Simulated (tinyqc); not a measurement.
From results back to parameters: cylindrical quantum wire. Four cases, with inputs chosen for the exercise.

Problem. For a hard-walled cylinder E = c (x/R)^2/mw, c = hbar^2/2m0, with x = 2.404826 for (1,0) and 3.831706 for (1,1). The spacing of these subbands was computed from a hidden radius.

Constants: hbar^2/2m0 = 3.80998211 eV angstrom^2.

Find: R; E(1,0).

Method. R = sqrt(c (3.831706^2 - 2.404826^2)/(mw x spacing)).

Case 1.

Values chosen (out of a larger set: near those of a GaAs wire in AlGaAs; not measured data): mw = 0.0673 m0 (mass inside).

spacing = 53.542 meV

Solution.

R = 97.0 angstrom
E(1,0) = 0.0348 eV

Case 2.

Values chosen (out of a larger set: near those of an InGaAs wire in InAlAs; not measured data): mw = 0.0411 m0 (mass inside).

spacing = 146.652 meV

Solution.

R = 75.0 angstrom
E(1,0) = 0.0953 eV

Case 3.

Values chosen (out of a larger set: near those of an InGaAs wire in InAlAs; not measured data): mw = 0.0405 m0 (mass inside).

spacing = 395.624 meV

Solution.

R = 46.0 angstrom
E(1,0) = 0.2571 eV

Case 4.

Values chosen (out of a larger set: near those of a GaAs wire in AlGaAs; not measured data): mw = 0.0685 m0 (mass inside).

spacing = 58.477 meV

Solution.

R = 92.0 angstrom
E(1,0) = 0.0380 eV

Computed by tinyqc, one run a case: `OMP_NUM_THREADS=1 python tinyqc.py N N+1 out.jsonl` with N = 1251918, 1251937, 1252056, 1252086; one thread of a shared Intel(R) Xeon(R) Processor @ 2.30GHz, about 0.04 s a run at most.
